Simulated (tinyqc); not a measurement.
Global model of a low-pressure process discharge: electron temperature, density, ion flux and ion energy: one step, computed by the program tinyqc.

Maxwellian electrons with temperature T_e in eV, one positive ion, no negative ions, uniform bulk density n; rate constants have the Arrhenius form.

Question. Energy per pair and density. E_c = E_iz + (X0 exp(-E_ex/T_e) E_ex + K_el (3 m_0/M) T_e)/K_iz; wall potential V_s = (T_e/2) ln(M/(2 pi m_0)); E_T = E_c + 2 T_e + T_e/2 + V_s; n = P/(e u_B A_eff E_T); ion current density J = e h_L n u_B; ionised share n/n_g.

Inputs (values chosen for the exercise, of the order of those of an inductive discharge in a simple atomic gas):
```
quantity                      value   unit
ion mass M                       40      u
ionisation energy E_iz         12.6     eV
excitation prefactor X0     1.6e-14  m^3/s
excitation energy E_ex         11.6     eV
elastic rate constant K_el  7.9e-14  m^3/s
gas temperature T_g             600      K
radius R                         22     cm
height L                         10     cm
absorbed power P                200      W
```

T_e = 1.546056 eV

K_iz = 9.530471e-18 m^3/s

Bohm velocity u_B = 1931.138 m/s

A_eff = 516.3410 cm^2

h_L = 0.1406173

gas density n_g = 6.880822e+20 1/m^3

Constants: m_0 = 9.1093837015e-31 kg; u = 1.6605390666e-27 kg; e = 1.602176634e-19 C.

Give: collisional loss per pair E_c; wall potential V_s; E_T; plasma density n; ion current density J; ionised share.

Answer.

collisional loss per pair E_c = 23.87 eV

wall potential V_s = 7.235 V

E_T = 34.97 eV

plasma density n = 3.580e+11 1/cm^3

ion current density J = 1.558 mA/cm^2

ionised share = 5.203e-04

Collisions take 68 % of the power and the walls the rest. T_e came from the particle balance alone; the power sets only n. Caution: at so short an ion path the formulas for h_L and h_R give way to the ambipolar-diffusion limit.
